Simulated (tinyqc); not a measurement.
One-sided p+-n junction, ionisation integral and breakdown: one step of the calculation.

A p+ layer at x < 0 and an n drift layer from x = 0. Depletion approximation, built-in voltage neglected. Local ionisation coefficients alpha_n = an exp(-(bn/E)^mx), alpha_p = ap exp(-(bp/E)^mx). Electrons move towards +x, holes towards x = 0.

Problem. Field and ionisation coefficients on a grid. W = sqrt(2 eps0 eps_r V/(q N)), peak field E0 = q N W/(eps0 eps_r), falling linearly to 0 at W. Grid: 13 equal steps from 0 to fr W.

Values chosen for this exercise; material values close to those of 4H silicon carbide: relative permittivity eps_r = 9.78; prefactor of the electron ionisation coefficient an = 1.87e8 1/cm; field constant for electrons bn = 3.46e7 V/cm; prefactor of the hole ionisation coefficient ap = 3.43e8 1/cm; field constant for holes bp = 2.54e7 V/cm; exponent mx = 1; donor density of the drift layer N = 5.3e15 cm^-3; reverse voltage V = 2590 V; share of the depleted width that the grid covers fr = 0.6.

Constants: q = 1.602176634e-19 C, eps0 = 8.8541878128e-14 F/cm where lengths are in cm. Results are converted to the units shown.

Give: W; x; E; alpha_n; alpha_p.

Solution.

W = 22.98 um

| point | x (um) | E (kV/cm) | alpha_n (1/cm) | alpha_p (1/cm) |
|---|---|---|---|---|
| 0 | 0.00 | 2254 | 40.23 | 4374 |
| 1 | 1.06 | 2150 | 19.14 | 2535 |
| 2 | 2.12 | 2046 | 8.445 | 1390 |
| 3 | 3.18 | 1942 | 3.413 | 714.9 |
| 4 | 4.24 | 1838 | 1.245 | 340.9 |
| 5 | 5.30 | 1734 | 0.4022 | 148.8 |
| 6 | 6.36 | 1630 | 0.1125 | 58.39 |
| 7 | 7.43 | 1526 | 0.02645 | 20.18 |
| 8 | 8.49 | 1422 | 0.005033 | 5.968 |
| 9 | 9.55 | 1318 | 7.368e-4 | 1.456 |
| 10 | 10.61 | 1214 | 7.759e-5 | 0.2790 |
| 11 | 11.67 | 1110 | 5.358e-6 | 0.03921 |
| 12 | 12.73 | 1006 | 2.128e-7 | 0.003673 |
| 13 | 13.79 | 901.5 | 4.015e-9 | 1.991e-4 |

tinyqc, about 0.07 s, one thread, Intel Xeon 2.30GHz (shared host): `OMP_NUM_THREADS=1 python tinyqc.py 2120054 2120055 out.jsonl`
